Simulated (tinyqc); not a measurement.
From parabola to cone: four-band model of biased bilayer graphene near K.

Basis A1, B1, A2, B2, with B1 below A2; p = kx + i ky, v_j = (sqrt3/2) a g_j. Diagonal -U/2, -U/2, U/2, U/2; <A1|B1> = <A2|B2> = v0 p*, <B1|A2> = g1, <A1|B2> = v3 p, <A1|A2> = <B1|B2> = -v4 p*.

Parameters, chosen for this exercise (near those used for Bernal bilayer graphene; the results hold for these values, not for the real material): a = 2.46 angstrom (lattice constant); g0 = 2.89 eV (hopping in a layer); g1 = 0.34 eV (hopping of the dimer sites); g3 = 0.37 eV (skew hopping A1-B2); g4 = 0.12 eV (skew hopping A1-A2).

U = 0, along kx. Parabola: v0^2 k^2/g1. Hyperbola: sqrt(g1^2/4 + v0^2 k^2) - g1/2. Then bands 3 and 2 of the full matrix for +kx and band 3 for -kx.

Energies (eV):

| k (1/angstrom) | parabola | hyperbola | band 3, +kx | band 2, +kx | band 3, -kx |
|---|---|---|---|---|---|
| 0.002 | 0.0004 | 0.0004 | 0.0012 | -0.0011 | 0.0021 |
| 0.005 | 0.0028 | 0.0028 | 0.0014 | -0.0009 | 0.0069 |
| 0.010 | 0.0111 | 0.0108 | 0.0041 | -0.0023 | 0.0193 |
| 0.020 | 0.0446 | 0.0399 | 0.0288 | -0.0226 | 0.0572 |
| 0.030 | 0.1003 | 0.0810 | 0.0672 | -0.0556 | 0.1065 |
| 0.050 | 0.2787 | 0.1817 | 0.1644 | -0.1414 | 0.2223 |
| 0.080 | 0.7136 | 0.3511 | 0.3298 | -0.2905 | 0.4127 |
| 0.120 | 1.6055 | 0.5881 | 0.5619 | -0.5014 | 0.6769 |

The parabola is 3 % above the hyperbola at 0.01 and a factor 2.73 at 0.12 1/angstrom, where the slope nears v0. g3 makes +kx and -kx differ, by 39.3 meV at 0.03, and g4 makes electrons and holes differ, |band 3| - |band 2| = +11.6 meV there. Without bias the bands touch in four small cones, one at K and three at k = g1 v3/v0^2 = 0.0071 1/angstrom from it; their pockets join near g1 (g3/g0)^2/4 = 1.4 meV.

(tinyqc, `OMP_NUM_THREADS=1 python tinyqc.py 1481093 1481094 out.jsonl`, Intel(R) Xeon(R) Processor @ 2.30GHz, 1 thread, shared host, about 0.07 s.)
